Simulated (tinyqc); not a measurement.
Plane-wave Kohn-Sham cycle with exchange-only LDA in a layered model solid, step by step. One step of it, computed by the program tinyqc.

Problem. Iteration 2: potential. V_H(G) = 4 pi rho(G)/G^2 for G != 0 (uniform background); v_x = -(3 rho/pi)^(1/3); V = V_ext + V_H + v_x; Fourier components f(G_m) = (1/N) sum_j f(x_j) exp(-i G_m x_j).

A solid whose potential varies along x alone (atomic units):
```
parameter,value
period a,7.100000
cross-section of the cell,35.000000
electrons per cell,2
grid points,16
"plane waves -n..n, n",3
k points,4
V1 in V1 cos(2 pi x/a),-0.570000
```

density after iteration 1 (e/bohr^3): 0.01632612  0.01493669  0.01167368  0.00832122  0.00600998  0.00480978  0.00430489  0.00412547  0.00408310  0.00412547  0.00430489  0.00480978  0.00600998  0.00832122  0.01167368  0.01493669

Give: Potentials on the grid; V(G_m), m = 0, 1, 2, ....

Solution.

Potentials on the grid (hartree):
```
x,V_ext,V_H,v_x,V
0.0000,-0.5700,0.1002,-0.2498,-0.7196
0.4437,-0.5266,0.0903,-0.2425,-0.6789
0.8875,-0.4031,0.0637,-0.2234,-0.5628
1.3313,-0.2181,0.0281,-0.1996,-0.3896
1.7750,0,-0.0084,-0.1790,-0.1874
2.2188,0.2181,-0.0400,-0.1662,0.0119
2.6625,0.4031,-0.0638,-0.1602,0.1791
3.1063,0.5266,-0.0784,-0.1579,0.2903
3.5500,0.5700,-0.0833,-0.1574,0.3294
3.9937,0.5266,-0.0784,-0.1579,0.2903
4.4375,0.4031,-0.0638,-0.1602,0.1791
4.8812,0.2181,-0.0400,-0.1662,0.0119
5.3250,0,-0.0084,-0.1790,-0.1874
5.7687,-0.2181,0.0281,-0.1996,-0.3896
6.2125,-0.4031,0.0637,-0.2234,-0.5628
6.6562,-0.5266,0.0903,-0.2425,-0.6789
```

V(G_m), m = 0, 1, 2, ... (hartree): -0.1916  -0.2623  -0.0019  0.0000  0.0001  0.0000  0.0000
